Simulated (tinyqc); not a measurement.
Hot electrons in a saturated n-channel MOSFET, lucky-electron model: course of the iteration: body bias from the substrate current.

Beyond pinch-off the lateral field grows as Esat cosh(y/l) over the velocity-saturated region (pseudo-two-dimensional model). Impact ionisation in this region gives the substrate current, which biases the body forward through Rsub. Currents are per width. Local-field laws: they overstate ionisation when the field peak is narrower than an energy relaxation length.

Cox = 3.9 eps0/tox. Overdrive g = Vg - VT + kb Vb; Vdsat = g Esat L/(g + Esat L); Id = Cox vs (g - Vdsat); dV = Vd - Id Rd - Vdsat; Em = sqrt((dV/l)^2 + Esat^2); Isub = Id (Ai/Bi) l Em exp(-Bi/Em). Vb(new) = Rsub Isub.

Stop when Vb changes by less than 1e-9 V, or after 60 iterations.

Parameters, values chosen for the exercise; values close to those of silicon n-channel devices:
- L = 0.8 um (channel length)
- tox = 17 nm (oxide thickness)
- VT = 0.43 V (threshold)
- vs = 8.8e6 cm/s (saturation velocity)
- Ai = 2e6 1/cm (ionisation prefactor)
- Bi = 1.64 MV/cm (ionisation field)
- Rd = 0 ohm um (resistance of the lightly doped drain)
- Rsub = 3400 ohm um (substrate resistance)
- kb = 0.23 (fall of VT per volt of forward body bias)
- Vd = 4.1 V (drain voltage)
- Vg = 1.7 V (gate voltage)

Constants: eps0 = 8.8541878128e-14 F/cm where lengths are in cm. Results are converted to the units shown.

Vb at the start = 0 V
l = 127.750 nm
Esat = 0.0533333 MV/cm

Course of the iteration:
```
iteration      Vb (V)  |change| (V)
1          9.78800e-4       9.79e-4
2          9.78805e-4       4.74e-9
3          9.78805e-4      2.28e-14
```

Did this iteration meet its convergence test, and what does its course show?

Yes. Converged in 3 iterations. The change falls from 9.8e-4 in the first iteration to below the tolerance in the last.

Program tinyqc, `OMP_NUM_THREADS=1 python tinyqc.py 2550159 2550160 out.jsonl`; Intel Xeon 2.30GHz, shared host, one thread, about 0.01 s.
